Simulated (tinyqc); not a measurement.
Worked calculation: conductance of a narrow metal strip with scatterers (square lattice, Green functions). Values are carried at full precision from step to step, so a last printed digit may differ when a step is redone from the rounded ones.

A strip of W sites across with hard walls, site energy 0 and hopping -t. Mode n = 1 to W has profile chi_n(j) = sqrt(2/(W + 1)) sin(n j pi/(W + 1)) and energy en = -2t cos(n pi/(W + 1)); E = en - 2t cos(kn a). With z_n = exp(i kn a) (Im k > 0 for closed modes, |z| < 1) each lead gives the self-energy -t z_n in mode n. One column carries the site energies v, here one foreign atom. In the mode basis V_nm = sum_j chi_n(j) v_j chi_m(j), G = (E - en + 2 t z_n - V)^-1, and t_nm = 2t sqrt(sin(kn a) sin(km a)) G_nm in size for open modes. T = sum |t_nm|^2, conductance (2e^2/h) T.

Constants: e^2/h = 3.874045865e-05 S.

Values chosen for the exercise (hopping and spacing of the size met in Cu or Al; the lattice is a model; the results hold for these values, not for the real material): t = 1.54 eV (hopping); a = 2.81 angstrom (spacing); W = 5 (sites across); E = 0.62 eV (Fermi energy); v = (0, 2.8, 0, 0, 0) eV (site energies in the scattering column).

## Modes at the Fermi energy

For each n: en, cos(kn a) = (en - E)/(2t), z_n and the velocity 2 t a sin(kn a) (zero if closed).

Modes:

| n | en (eV) | cos(k a) | z | dE/dk (eV angstrom) |
|---|---|---|---|---|
| 1 | -2.6674 | -1.06732 | -0.69425 | 0.0000 |
| 2 | -1.5400 | -0.70130 | -0.70130+0.71287i | 6.1697 |
| 3 | 0.0000 | -0.20130 | -0.20130+0.97953i | 8.4776 |
| 4 | 1.5400 | 0.29870 | 0.29870+0.95435i | 8.2597 |
| 5 | 2.6674 | 0.66473 | 0.66473+0.74709i | 6.4659 |

4 of 5 modes are open, so the clean strip has a resistance of 3227 ohm, whatever its length.

## The scatterer in the mode basis

Form V_nm.

V (eV), lower triangle:
```
         n=1      n=2  n=3     n=4     n=5
n=1   0.7000
n=2   0.7000   0.7000
n=3        0        0    0
n=4  -0.7000  -0.7000    0  0.7000
n=5  -0.7000  -0.7000    0  0.7000  0.7000
```

A single site couples every mode that has amplitude on it.

## Green function and transmission

E - en + 2 t z_n = 2t (z_n - cos(kn a)). Invert, form |t_nm|^2 = (2t)^2 Im(z_n) Im(z_m) |G_nm|^2 and sum. The added resistance is 1/(2 (e^2/h) T) less the same for the clean strip.

G (1/eV):
```
                 n=1              n=2       n=3              n=4              n=5
n=1   1.1020-0.5105i  -0.2672-0.1212i    0.0000   0.1996+0.0906i   0.2549+0.1157i
n=2  -0.2672-0.1212i  -0.0635-0.3156i    0.0000   0.0474-0.1044i   0.0605-0.1334i
n=3           0.0000           0.0000  -0.3315i           0.0000           0.0000
n=4   0.1996+0.0906i   0.0474-0.1044i    0.0000  -0.0354-0.2622i  -0.0452+0.0997i
n=5   0.2549+0.1157i   0.0605-0.1334i    0.0000  -0.0452+0.0997i  -0.0578-0.3073i
```

|t_nm|^2, lower triangle:
```
     n=1     n=2     n=3     n=4     n=5
n=1    0
n=2    0  0.4997
n=3    0       0  1.0000
n=4    0  0.0849       0  0.6048
n=5    0  0.1084       0  0.0810  0.5176
```

T = 3.1708
added resistance = 844 ohm

Mode 2 passes least (0.693) and mode 3 most (1.000); 17.3 % of the transmitted flux changes mode.

## Checks

- Transmitted plus reflected flux against the number of open modes: both 4.00000.

Run: tinyqc, `OMP_NUM_THREADS=1 python tinyqc.py 1452161 1452162 out.jsonl`; Intel(R) Xeon(R) Processor @ 2.30GHz, one thread, shared host; about 0.01 s of CPU time with all checks.
